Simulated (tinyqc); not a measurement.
Inside a calculation: parabolic quantum dot in a magnetic field (Fock-Darwin). Values are carried at full precision from step to step, so a last printed digit may differ when a step is redone from the rounded ones.

Two dimensions, V = m w0^2 r^2/2, one valley. hbar wc = 2 muB B/m, W = sqrt(w0^2 + wc^2/4), E(n, l, s) = (2n + |l| + 1) hbar W - l hbar wc/2 + s gs muB B, n = 0, 1, ..., l = 0, +/-1, ..., s = +/-1/2; length lam = sqrt(2c/(m hbar W)), c = hbar^2/2m0.

Constants: muB = 5.788381798e-05 eV/T; hbar^2/2m0 = 3.80998211 eV angstrom^2; e^2/(4 pi eps0) = 14.39964547 eV angstrom.

Values chosen for the exercise (near those of a gate-defined dot in InGaAs; the results hold for these values, not for the real material): m = 0.0467 m0 (mass); gs = -2.99 (g factor); w0 = 5.3 meV (confinement energy hbar w0); B = 3.07 T (magnetic field); Ec = 2.8 meV (charging energy e^2/C); eps = 13.8 (dielectric constant).

## Energy and length scales

Give hbar wc, hbar W, the two mode energies hbar W +/- hbar wc/2, the Zeeman energy |gs| muB B and lam.

hbar wc = 7.6104 meV
hbar W = 6.5245 meV

modes (meV): [10.3298, 2.7193]

Zeeman energy = 0.5313 meV
lam = 158.1 angstrom

The product of the modes is w0^2 = 28.09 meV^2 at any field. These two lines are all that far-infrared light sees, whatever the number of electrons (Kohn theorem).

## Orbital levels

The eight lowest (n, l) from E = (2n + |l| + 1) W - l wc/2.

Levels:
```
(n,l)   E (meV)
(0,0)     6.525
(0,1)     9.244
(0,2)    11.963
(0,3)    14.683
(0,-1)   16.854
(0,4)    17.402
(1,0)    19.574
(0,5)    20.121
```

## Addition spectrum

Constant interaction: mu(N) = E_N + (N - 1/2) Ec with the spin-resolved levels filled in order; the addition energy is mu(N + 1) - mu(N).

Filling:
```
N   state added  E_N (meV)  mu(N) (meV)  addition energy (meV)
1        (0,0)+      6.259        7.659                  3.331
2        (0,0)-      6.790       10.990                  4.988
3        (0,1)+      8.978       15.978                  3.331
4        (0,1)-      9.510       19.310                  4.988
5        (0,2)+     11.698       24.298                  3.331
6        (0,2)-     12.229       27.629                  4.988
7        (0,3)+     14.417       32.617                  3.331
8        (0,3)-     14.948       35.948                  4.440
9       (0,-1)+     16.589       40.389                  3.331
10      (0,-1)-     17.120       43.720                  2.816
```

The largest addition energy falls at N = 2, 4 and 6; at zero field it peaks at the closed shells 2, 6 and 12. Exchange, which the model lacks, would favour parallel spins near level crossings. Ec is an independent input that includes screening by the gates.

## Singlet and triplet of two electrons

Two electrons, first order in the Coulomb energy: the singlet (0,0)^2 has 2W + J0 and the lowest triplet (0,0)(0,1) has 3W - wc/2 + J0/2 - Ez, with J0 = sqrt(pi/2) q/(eps lam), q = e^2/(4 pi eps0), Ez = |gs| muB B.

Give J0, the triplet less the singlet, and J0/W.

J0 = 8.270 meV
E(T) - E(S) = -1.947 meV
J0/W = 1.27

The triplet is lower at this order. J0 exceeds W, so first order overstates the interaction and the result is only a guide.

## The same without perturbation theory

Exact treatment: the centre of mass separates with energy W, and the relative motion obeys [-(2c/m) Laplacian + (2c/m) r^2/(2 lam^2)^2 + q/(eps r)] psi = e_l psi for angular number l, solved in 14 Gaussians r^l exp(-a r^2), a = 1.7^i/(4 lam^2), i = -3 to 10. E(S) = W + e_0, E(T) = W + e_1 - wc/2 - Ez.

Solve for e_0 and e_1.

e_0, e_1 (meV): [13.11, 16.98]

first-order values W + J0 and 2W + J0/2 (meV): [14.79, 17.18]

E(T) - E(S), exact = -0.46 meV

First order overshoots e_0 by 1.68 meV and e_1 by only 0.20 meV, since the singlet gains more by keeping the electrons apart; it therefore favours the triplet by 1.48 meV too much. Of these two the triplet is lower, as first order says.

## Checks

- e_0 at W = 2 Ry m/eps^2, where it is exactly 2W, as a ratio e_0/W: both 2.000.
- Level (0,1) from the radial equation by finite differences against the formula, meV: both 9.24.

Run: tinyqc, `OMP_NUM_THREADS=1 python tinyqc.py 1280191 1280192 out.jsonl`; Intel(R) Xeon(R) Processor @ 2.30GHz, one thread, shared host; about 0.04 s of CPU time with all checks.
